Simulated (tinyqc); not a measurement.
From results back to parameters: k.p values derived from sp3s* tight binding at Gamma. Four cases, with inputs chosen for the exercise.

Problem. The electron mass obeys m0/m = A + Ep/EG, where A gathers the direct term and the higher bands, and Ep = P^2/c with c = hbar^2/2m0, P = (a/4)(sa pc Vsapc + sc pa Vscpa). The mass comes from a hidden Vscpa (s cation, p anion); sa, sc are the anion and cation parts of S+, the upper s level at Gamma, and pa, pc those of P-, the lower p level (P+ is the upper one).

Constants: hbar^2/2m0 = 3.80998211 eV angstrom^2.

Case 1.

Values chosen (out of a larger set: near a published set for InAs, fitted to gaps, whose masses and valley positions are rough; not measured data): a = 6.054 angstrom (lattice constant); Vsapc = 3.02 eV (s anion, p cation).

m = 0.0291339 m0
A = -1.53896
EG = 0.409825 eV

sa, sc, pa, pc: 0.489067  -0.872246  0.895221  -0.445622

Case 2.

Values chosen (out of a larger set: near a published set for GaAs, fitted to gaps, whose masses and valley positions are rough; not measured data): a = 5.65 angstrom (lattice constant); Vsapc = 4.437 eV (s anion, p cation).

m = 0.1173793 m0
A = -1.54149
EG = 1.549608 eV

sa, sc, pa, pc: 0.544124  -0.839005  0.881909  -0.471420

Case 3.

Values chosen (out of a larger set: near a published set for AlAs, fitted to gaps, whose masses and valley positions are rough; not measured data): a = 5.659 angstrom (lattice constant); Vsapc = 5.095 eV (s anion, p cation).

m = 0.3096065 m0
A = -1.62202
EG = 3.084034 eV

sa, sc, pa, pc: 0.535035  -0.844830  0.886698  -0.462350

Case 4.

Values chosen (out of a larger set: near a published set for GaP, fitted to gaps, whose masses and valley positions are rough; not measured data): a = 5.453 angstrom (lattice constant); Vsapc = 4.253 eV (s anion, p cation).

m = 0.2474426 m0
A = -1.70677
EG = 2.840573 eV

sa, sc, pa, pc: 0.561251  -0.827646  0.889895  -0.456166

Find: Ep; Vscpa.

Solution. Ep = (m0/m - A) EG gives |P|; both terms of P have the sign of sc pa, and the linear relation gives Vscpa. A is held fixed, though its part from P+ also depends on Vscpa.

Case 1.

Ep = 14.70 eV
Vscpa = 5.49 eV

Case 2.

Ep = 15.59 eV
Vscpa = 5.84 eV

Case 3.

Ep = 14.96 eV
Vscpa = 5.44 eV

Case 4.

Ep = 16.33 eV
Vscpa = 6.38 eV

Computed by tinyqc, one run a case: `OMP_NUM_THREADS=1 python tinyqc.py N N+1 out.jsonl` with N = 1481045, 1481055, 1481124, 1481215; one thread of a shared Intel(R) Xeon(R) Processor @ 2.30GHz, about 0.01 s a run at most.
